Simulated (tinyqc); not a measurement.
Ellipsoidal valleys in the axes of a wafer and a channel: sweeps and comparisons. A value that a table varies takes the place of the one given here.

Valleys with axes a along x, y and z, one whole valley each; inverse mass tensor w = 1/mt + (1/ml - 1/mt) a a. Device axes: z = nz/|nz|, x = nx/|nx|, y = z cross x; in them a = (ax, ay, az). Confinement mass mz = 1/w_zz. In the plane w_ij is replaced by u_ij = w_ij - w_iz w_jz/w_zz (i, j = x, y); density-of-states mass md = 1/sqrt(det u); conductivity mass along x mc = 1/u_xx; ballistic transport mass mx = u_yy/det u, width mass my = 1/u_yy.

Hard walls: E_n = c (n pi/t)^2/mz, c = hbar^2/2m0, n = 1, 2, 3. Non-degenerate share of a valley proportional to md sum_n exp(-E_n/kT); mean 1/mc = sum of share/mc. 1 nm = 10 angstrom.

Constants: hbar^2/2m0 = 3.80998211 eV angstrom^2; kB = 8.617333262e-05 eV/K.

Values chosen for the exercise (near those of the X valleys of AlAs; not measured data):

| symbol | value | unit | meaning |
|---|---|---|---|
| ml | 1.137 | m0 | longitudinal mass |
| mt | 0.193 | m0 | transverse mass |
| t | 5.1 | nm | thickness of the film |
| T | 77 | K | temperature |
| nz | (0, 0, 1) |  | surface normal (confinement) |
| nx | (1, 0, 0) |  | channel direction |

## Wafer and channel orientation

For each face/channel: the lowest ladder (mz, number of valleys, md, E1, share) and the mean conductivity mass over all valleys.

Results:

| face/channel | mz | valleys | md | E1 (meV) | share | mean mc |
|---|---|---|---|---|---|---|
| (110)/[001] | 0.330 | 2 | 0.358 | 43.8 | 0.994 | 0.1940 |
| (111)/[11-2] | 0.267 | 3 | 0.398 | 54.2 | 1.000 | 0.3126 |
| (100)/[011] | 1.137 | 1 | 0.193 | 12.7 | 1.000 | 0.1930 |
| (110)/[1-10] | 0.330 | 2 | 0.358 | 43.8 | 0.994 | 0.6554 |
| (113)/[1-10] | 0.602 | 1 | 0.265 | 24.0 | 0.996 | 0.1933 |
| (110)/[1-11] | 0.330 | 2 | 0.358 | 43.8 | 0.994 | 0.3655 |
| (112)/[11-1] | 0.432 | 1 | 0.313 | 33.4 | 0.975 | 0.4979 |

How do the results move?

The mean conductivity mass is lowest, 0.1930, for (100)/[011] and highest, 0.6554, for (110)/[1-10]; the bulk value is 0.2669. The confinement energy is lowest on the face with the heaviest mz ((100), 13 meV). The density of states of the lowest ladder, valleys times md, runs between 0.193 and 1.195; a small value limits the charge through the quantum capacitance.

## Thickness of the film

Share of the lowest ladder and mean conductivity mass.

Results:

| t (nm) | lowest E1 (meV) | spread of E1 (meV) | share of the lowest ladder | mean mc |
|---|---|---|---|---|
| 2.0 | 82.7 | 404.4 | 1.000 | 0.1930 |
| 3.0 | 36.7 | 179.7 | 1.000 | 0.1930 |
| 4.0 | 20.7 | 101.1 | 1.000 | 0.1930 |
| 5.0 | 13.2 | 64.7 | 1.000 | 0.1930 |
| 7.0 | 6.7 | 33.0 | 0.969 | 0.1955 |
| 10.0 | 3.3 | 16.2 | 0.746 | 0.2158 |
| 14.0 | 1.7 | 8.3 | 0.530 | 0.2398 |

How do the results move?

The spread falls as 1/t^2 and stays above kT = 6.6 meV; the share of the lowest ladder goes from 1.000 to 0.530 and the mean mass goes from 0.1930 to 0.2398, against 0.2669 for equal shares, the limit of a thick film (the bulk value 3/(1/ml + 2/mt) is 0.2669). Three subbands a valley become too few once E3 nears kT.

## What each parameter does

Lowest E1, its share and the mean conductivity mass. Each row changes one parameter from the base and keeps the others.

Results:

| case | lowest E1 (meV) | share | mean mc (m0) |
|---|---|---|---|
| base | 12.72 | 0.9996 | 0.1930 |
| ml = 1.023 m0 | 14.13 | 0.9995 | 0.1930 |
| mt = 0.174 m0 | 12.72 | 0.9999 | 0.1740 |
| t = 4.59 nm | 15.70 | 1.0000 | 0.1930 |
| T = 69.3 K | 12.72 | 0.9999 | 0.1930 |

What can be read from the table?

The largest shifts from the base row, up to three for each result and ties (the steps differ in size, so this ranks the rows, not the parameters). lowest E1 (meV): t +2.98, ml +1.42; unchanged at the printed digits by mt and T. share: t +0.0004, mt +0.0003, T +0.0003. mean mc (m0): mt -0.0190; unchanged at the printed digits by ml, t and T.

tinyqc: `OMP_NUM_THREADS=1 python tinyqc.py 1850144 1850145 out.jsonl`; about 0.01 s, one thread, shared Intel(R) Xeon(R) Processor @ 2.30GHz.
